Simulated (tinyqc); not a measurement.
## Gap voltage and exponent from three temperatures

Inverse problem. At constant current VBE(T) = Vg0 - a T - eta (kB T/q) ln T, where a is a constant. Find Vg0, eta and dVBE/dT at the middle temperature.

Constants: q = 1.602176634e-19 C, kB = 1.380649e-23 J/K. Results are converted to the units shown.

T (K): 233  273  330
VBE at a constant current (V): 0.7687962781  0.6876699881  0.5683702975

Answer. The relation is linear in Vg0, a and eta, so three points give a linear system; the slope is (VBE - Vg0 - eta kB T/q)/T. eta rests on the curvature of VBE(T) alone, so real fits need accuracy of some tens of microvolts or better.

Vg0 = 1.15 V
eta = 4.30
dVBE/dT = -2.06 mV/K

Computed by the program tinyqc: `OMP_NUM_THREADS=1 python tinyqc.py 2062202 2062203 out.jsonl`, one thread of a shared Intel Xeon 2.30GHz, about 0.03 s for the whole run.
